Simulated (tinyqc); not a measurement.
# Worked calculation: two-junction solar cell, detailed-balance limit

tinyqc, about 0.01 s, one thread, Intel Xeon 2.30GHz (shared host): `OMP_NUM_THREADS=1 python tinyqc.py 2820038 2820039 out.jsonl` Printed values are rounded.

The top cell takes all photons above E1, the bottom cell those between E2 and E1. Each cell follows J = Jsc - J0 (exp(V/Vt) - 1) with J0 = q ge Phi(gap, T)/ERE; light emitted by one cell and absorbed by the other is left out. In series both carry one current; wired apart (four terminals) each works at its own maximum power point. Efficiencies are counted against Pin = fs X sigma Ts^4.

Values chosen for this exercise: cell temperature T = 280 K; temperature of the black-body sun Ts = 5500 K; share of the hemisphere filled by the sun fs = 2.16e-5; concentration X = 1; external radiative efficiency ERE = 0.3; number of faces that emit ge = 2; gap of the bottom cell E2 = 0.61 eV; gap of the top cell E1 = 1.35 eV.

Constants: q = 1.602176634e-19 C, kB = 1.380649e-23 J/K, h = 6.62607015e-34 J s, c = 299792458 m/s, Vt = kB T/q. Results are converted to the units shown.

## Photocurrents and dark currents

Photon flux above E from a black body at temperature T into a hemisphere: Phi(E, T) = A sum_k exp(-k E/th)[E^2 th/k + 2 E th^2/k^2 + 2 th^3/k^3], k = 1, 2, ..., with th = kB T/q in eV and A = 2 pi q^3/(h^3 c^2). J1 = q fs X Phi(E1, Ts), J2 = q fs X [Phi(E2, Ts) - Phi(E1, Ts)], J01 and J02 as above; sigma = 2 pi^5 kB^4/(15 h^3 c^2).

J1 = 34.08133 mA/cm^2
J2 = 34.19757 mA/cm^2
J01 = 2.417184e-18 mA/cm^2
J02 = 1.075271e-5 mA/cm^2
Pin = 112.0769 mW/cm^2

The top cell limits the series current; the other has 0.34 % more.

## The series curve

J, point 0 to 7 (mA/cm^2): 0  17.04  27.27  30.67  32.04  32.72  33.4  33.91

V1 = Vt ln((J1 - J)/J01 + 1), V2 = Vt ln((J2 - J)/J02 + 1), power J (V1 + V2).

```
point     V1 (V)     V2 (V)  power (mW/cm^2)
0       1.063892  0.3612647                0
1       1.047168  0.3446229         23.71612
2       1.025041  0.3227400         36.75398
3       1.008356  0.3064557         40.32528
4      0.9959663  0.2945935         41.34954
5      0.9861908  0.2854589         41.60838
6      0.9694898  0.2705818         41.41839
7      0.9361815  0.2459690         40.08672
```

Among these points the power is largest at J = 32.72 mA/cm^2.

## Maximum power, in series and apart

In series V(J) = Vt [ln((J1 - J)/J01 + 1) + ln((J2 - J)/J02 + 1)], and J V(J) is largest where V = J Vt [1/(J1 - J + J01) + 1/(J2 - J + J02)]. Apart, each cell has (1 + v) exp(v) = 1 + Jsc/J0 at its maximum power point, v = Vmp/Vt.

series Jmp = 32.88309 mA/cm^2
series Vmp = 1.265749 V
series efficiency = 37.13675 %
top cell alone = 28.90444 %
bottom cell behind it = 8.432402 %

Wired apart the cells give 37.34 %; the series connection loses 0.20 points of that.
